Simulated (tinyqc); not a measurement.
Four-band model of biased bilayer graphene near K: one step. The Mexican hat (g3 = g4 = 0). Three cases, with inputs chosen for the exercise.

Task: At K the levels are -/+ U/2 and -/+ sqrt(g1^2 + U^2/4). The smallest gap, U g1/sqrt(U^2 + g1^2), lies on a ring of radius kg = (U/2 v0) sqrt((2 g1^2 + U^2)/(g1^2 + U^2)), v0 = (sqrt3/2) a g0; the height of the hat is U/2 less half that gap.

Basis A1, B1, A2, B2, with B1 below A2; p = kx + i ky, v_j = (sqrt3/2) a g_j. Diagonal -U/2, -U/2, U/2, U/2; <A1|B1> = <A2|B2> = v0 p*, <B1|A2> = g1, <A1|B2> = v3 p, <A1|A2> = <B1|B2> = -v4 p*.

Case 1.

Values chosen (near those used for Bernal bilayer graphene; shifted at random, so the results belong to these values and not to a real crystal):
- a = 2.46 angstrom (lattice constant)
- g0 = 2.84 eV (hopping in a layer)
- g1 = 0.396 eV (hopping of the dimer sites)
- U = 0.35 eV (potential difference of the layers)

Case 2.

Values chosen (near those used for Bernal bilayer graphene; shifted at random, so the results belong to these values and not to a real crystal):
- a = 2.46 angstrom (lattice constant)
- g0 = 2.97 eV (hopping in a layer)
- g1 = 0.336 eV (hopping of the dimer sites)
- U = 0.08 eV (potential difference of the layers)

Case 3.

Values chosen (near those used for Bernal bilayer graphene; shifted at random, so the results belong to these values and not to a real crystal):
- a = 2.46 angstrom (lattice constant)
- g0 = 3.12 eV (hopping in a layer)
- g1 = 0.367 eV (hopping of the dimer sites)
- U = 0.24 eV (potential difference of the layers)

Give: gap; kg; height of the hat.

Result:

Case 1.

gap = 0.2622 eV
kg = 0.03614 1/angstrom
height of the hat = 43.88 meV

Case 2.

gap = 0.0778 eV
kg = 0.00882 1/angstrom
height of the hat = 1.09 meV

Case 3.

gap = 0.2009 eV
kg = 0.02354 1/angstrom
height of the hat = 19.57 meV

Computed by tinyqc, one run a case: `OMP_NUM_THREADS=1 python tinyqc.py N N+1 out.jsonl` with N = 1481828, 1481895, 1482129; one thread of a shared Intel(R) Xeon(R) Processor @ 2.30GHz, about 0.07 s a run at most.
